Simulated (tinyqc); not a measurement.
Fully depleted semiconductor-on-insulator film with two gates, non-linear Poisson equation by Newton steps: two steps of the calculation.

One dimension across the film, front interface at x = 0, back interface at x = ts. psi is counted from the intrinsic level, n = ni exp(psi/Vt) (source grounded), holes neglected, acceptors ionised. Gates act through Cox = eps0 eox/tox and Cbox = 3.9 eps0/tb with potentials G1 = Vg - (phiM - chi - Vt ln(Nc/ni)) and G2 = Vb - (phiB - chi - Vt ln(Nc/ni)). Classical Boltzmann densities, no interface charge, no depletion in the back plane.

Values chosen for this exercise; band and dielectric values those of a made-up semiconductor:
- T = 300 K (temperature)
- Eg = 0.884 eV (band gap)
- eps_r = 14.2 (relative permittivity)
- Nc = 1.83e17 cm^-3 (conduction-band density of states at T)
- Nv = 8.13e18 cm^-3 (valence-band density of states at T)
- chi = 4.89 eV (electron affinity)
- eox = 3.9 (relative permittivity of the gate insulator (close to silicon dioxide))
- tox = 1.1 nm (insulator thickness)
- ts = 6.8 nm (film thickness)
- tb = 60 nm (buried-oxide thickness (eps_r 3.9))
- phiM = 5.57 eV (work function of the front gate)
- phiB = 5.72 eV (work function of the back plane)
- Vb = 0 V (back-gate voltage)
- Vg = 1.26 V (front-gate voltage)

Constants: q = 1.602176634e-19 C, kB = 1.380649e-23 J/K, Vt = kB T/q, eps0 = 8.8541878128e-14 F/cm where lengths are in cm. Results are converted to the units shown.

Question 1. Capacitances and gate potentials. ni = sqrt(Nc Nv) exp(-Eg/(2 Vt)), Eg in volts; Cox, Cbox, G1, G2 as defined; Cs = eps0 eps_r/ts; a = eps0 eps_r/h with h = ts/9; coupling ratio of a depleted film Cs Cbox/(Cox (Cs + Cbox)).

Give: ni; Cox; Cbox; Cs; a; G1; G2; coupling ratio.

Answer 1.

ni = 4.581e10 cm^-3
Cox = 3.139 uF/cm^2
Cbox = 0.05755 uF/cm^2
Cs = 1.849 uF/cm^2
a = 16.64 uF/cm^2
G1 = 0.9730 V
G2 = -0.4370 V
coupling ratio = 0.01778

Question 2. Electron sheet density, centroid and oxide fields. n_i = ni exp(psi_i/Vt); N_inv = sum w_i n_i with w = ts/9, halved at the ends; centroid sum w n x/N_inv; fields (G1 - psi_0)/tox and (G2 - psi_9)/tb.

converged psi, node 0 to 9 (V): 0.55769130  0.51830834  0.49590858  0.48064959  0.46934830  0.46060341  0.45368148  0.44815444  0.44375395  0.44030379
ni = 4.5813938e10 cm^-3
G1 = 0.97296095 V
G2 = -0.43703905 V

Give: n; N_inv; centroid; field in the front oxide; field in the buried oxide.

Answer 2.

n, node 0 to 9 (cm^-3): 1.0710e20  2.3345e19  9.8151e18  5.4395e18  3.5132e18  2.5049e18  1.9165e18  1.5476e18  1.3054e18  1.1423e18
N_inv = 7.8207e12 cm^-2
centroid = 0.90357 nm
field in the front oxide = 3.7752 MV/cm
field in the buried oxide = -0.14622 MV/cm

The centroid lies at 0.13 of the film, near the front interface.

Range of the model: In so thin a film or at such density quantum confinement moves the charge away from the interfaces and raises the threshold.

tinyqc, about 0.4 s, one thread, Intel Xeon 2.30GHz (shared host): `OMP_NUM_THREADS=1 python tinyqc.py 2190160 2190161 out.jsonl`
